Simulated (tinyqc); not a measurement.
Smearing for a one-band metal on the fcc lattice: one step. Levels on the mesh. Four cases, with inputs chosen for the exercise.

Task: Evaluate the band and collect equal energies with their counts.

Lattice vectors (units of a): a1 = (0, 1/2, 1/2), a2 = (1/2, 0, 1/2), a3 = (1/2, 1/2, 0). E(k) = -t A_1(k) - t2 A_2(k), A_m the sum of cos(k . R) over the 12 nearest and 6 second lattice vectors. Mesh k = sum (j_i/N) b_i, j_i = 0 .. N-1.

Case 1.

Values chosen: t = 0.4 eV (nearest hopping); t2 = 0.03 eV (second hopping); N = 5 (unshifted mesh).

Case 2.

Values chosen: t = 1.37 eV (nearest hopping); t2 = -0.25 eV (second hopping); N = 4 (unshifted mesh).

Case 3.

Values chosen: t = 0.92 eV (nearest hopping); t2 = 0.04 eV (second hopping); N = 4 (unshifted mesh).

Case 4.

Values chosen: t = 0.51 eV (nearest hopping); t2 = 0.07 eV (second hopping); N = 6 (unshifted mesh).

Give: Distinct levels.

Result:

Case 1.

Distinct levels:
```
E_k (eV)  points
-4.9800        1
-3.1973        8
-2.6603        6
-1.1046       12
-0.3127        8
-0.2358       24
0.7258        24
0.8503         6
1.1700        24
1.4446        12
```

10 distinct levels; the mean spacing is 0.714 eV.

Case 2.

Distinct levels:
```
E_k (eV)  points
-14.9400       1
-8.2200        8
-4.9800        6
-1.5000        4
-0.5000       12
2.7400        24
5.9800         6
6.9800         3
```

8 distinct levels; the mean spacing is 3.131 eV.

Case 3.

Distinct levels:
```
E_k (eV)  points
-11.2800       1
-5.5200        8
-3.7600        6
0.0800        12
0.2400         4
1.8400        24
3.4400         3
3.6000         6
```

8 distinct levels; the mean spacing is 2.126 eV.

Case 4.

Distinct levels:
```
E_k (eV)  points
-6.5400        1
-4.8000        8
-4.2900        6
-2.5500       12
-1.5300       24
-1.3200        8
-0.2100        6
0.2100        24
0.4200         4
0.5100        24
0.7200        24
1.3200        24
1.5300        36
1.6200         3
1.8300        12
```

15 distinct levels; the mean spacing is 0.598 eV.

Computed by tinyqc, one run a case: `OMP_NUM_THREADS=1 python tinyqc.py N N+1 out.jsonl` with N = 1682045, 1682286, 1682292, 1682684; one thread of a shared Intel(R) Xeon(R) Processor @ 2.30GHz, about 0.3 s a run at most.
